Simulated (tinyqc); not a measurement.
Mesh against broadening: interband optics of a two-band s-p chain from momentum matrix elements.

H(k) = [[Es - 2 ts cos ka, 2i V sin ka], [-2i V sin ka, Ep_ + 2 tp cos ka]] in the basis s, p; the lower band is full, with two electrons a cell. The velocity operator times hbar is W = dH/dk (eV angstrom); intra-atomic dipoles are left out.

With w(k) = |<c|W|v>|^2 and D(k) = Ec - Ev, on the mesh k_j = (j + 1/2)/N (2 pi/a): eps(E) = 1 + (8 pi e2/(a Ar)) mean_j (w/D^2) [1/(D - E - i eta) + 1/(D + E + i eta)], e2 = e^2/(4 pi eps0); light polarised along the chains, no local fields.

Constants: e^2/(4 pi eps0) = 14.39964547 eV angstrom.

Parameters, chosen for this exercise:
- a = 3.56 angstrom (period)
- Es = 3.3 eV (upper orbital (s))
- Ep_ = -2.29 eV (lower orbital (p))
- ts = 0.26 eV (s-s hopping)
- tp = 0.64 eV (p-p hopping)
- V = 1.03 eV (s-p hopping)
- Ar = 6.8 angstrom^2 (cross-section per chain)
- E = 2.78 eV (photon energy)

eps2 at E for three widths, and eps(0) at eta = 0; the last row is the mesh of 2000 points.

Convergence:

| N | eta = 0.03 eV | eta = 0.1 eV | eta = 0.3 eV | eps(0) |
|---|---|---|---|---|
| 4 | 0.016 | 0.054 | 0.162 | 3.1274 |
| 8 | 0.101 | 0.337 | 0.973 | 5.5164 |
| 16 | 0.152 | 0.503 | 1.426 | 5.9193 |
| 32 | 0.154 | 0.510 | 1.443 | 5.9224 |
| 64 | 0.154 | 0.510 | 1.443 | 5.9224 |
| 128 | 0.154 | 0.510 | 1.443 | 5.9224 |
| 2000 | 0.154 | 0.510 | 1.443 | 5.9224 |

What does the comparison show, and why?

The first N from which eps2 stays within 2 % of the last row is 16 for eta = 0.03, 16 for 0.1 and 16 for 0.3 eV; for eps(0) and 0.1 % it is 16. E lies outside the range of transitions, so eps2 is only the tail of the broadening and grows with eta.

(tinyqc, `OMP_NUM_THREADS=1 python tinyqc.py 1652609 1652610 out.jsonl`, Intel(R) Xeon(R) Processor @ 2.30GHz, 1 thread, shared host, about 0.01 s.)
